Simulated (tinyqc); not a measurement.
Photoconductance decay in a wafer: bulk and surface recombination modes, and iron detection by pair splitting: one step, computed by the program tinyqc.

Both faces of the wafer have the same S; injection is low and all coefficients are constant. x runs from -W/2 to W/2.

Task: Effective lifetime. Even modes cos(a x) obey b tan b = S W/(2 D) with b = a W/2, odd modes sin(a x) obey -b cot b = S W/(2 D); each decays at the rate 1/tau_b + D a^2. tau_eff is the decay time of the first mode. The surface time is 1/(D a^2) of that mode; shortcuts for it are W/(2 S), W^2/(pi^2 D) and their sum, whose error is sum/surface time - 1.

Inputs (values chosen for the exercise, modelled on p-type silicon):
```
quantity                          value         unit
thickness W                         725   micrometre
diffusivity D                      32.2       cm^2/s
bulk lifetime tau_b without iron     17  microsecond
surface recombination velocity S   1200         cm/s
```

Give: tau_eff; surface time; W/(2 S); W^2/(pi^2 D); error of the sum; tau_eff/tau_b.

Result:

tau_eff = 12.317 microsecond

surface time = 44.718 microsecond

W/(2 S) = 30.208 microsecond

W^2/(pi^2 D) = 16.539 microsecond

error of the sum = 4.5385 %

tau_eff/tau_b = 0.72455

tau_eff is only 0.72 of tau_b, so it understates the bulk lifetime.
